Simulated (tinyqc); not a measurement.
Anisotropic elasticity and sound waves of a cubic crystal: one step, computed by the program tinyqc. Command: `OMP_NUM_THREADS=1 python tinyqc.py 3028696 3028697 out.jsonl cubicelastic walk`. One thread of a shared host (Intel(R) Xeon(R) Processor @ 2.30GHz), about 0.01 s of CPU time with the checks.

Voigt order 1..6 = xx, yy, zz, yz, xz, xy, with engineering shear strains. The rotated frame has x' as named, z' along the wafer normal and y' = z' x x'.

Problem. Compliances and anisotropy. S11 = (C11 + C12)/D, S12 = -C12/D, D = (C11 - C12)(C11 + 2 C12), S44 = 1/C44. Zener ratio A = 2 C44/(C11 - C12); S0 = S11 - S12 - S44/2; H = 2 C44 + C12 - C11.

Inputs (values chosen for the exercise, for a model crystal): C11 = 70.1 GPa; C12 = 36.3 GPa; C44 = 38.1 GPa.

Frame: (001) wafer, x' along [210].

Give: S11; S12; S44; Zener ratio A; S0; H.

Solution.

S11 = 22.060 1/TPa

S12 = -7.5260 1/TPa

S44 = 26.247 1/TPa

Zener ratio A = 2.2544

S0 = 16.462 1/TPa

H = 42.4 GPa
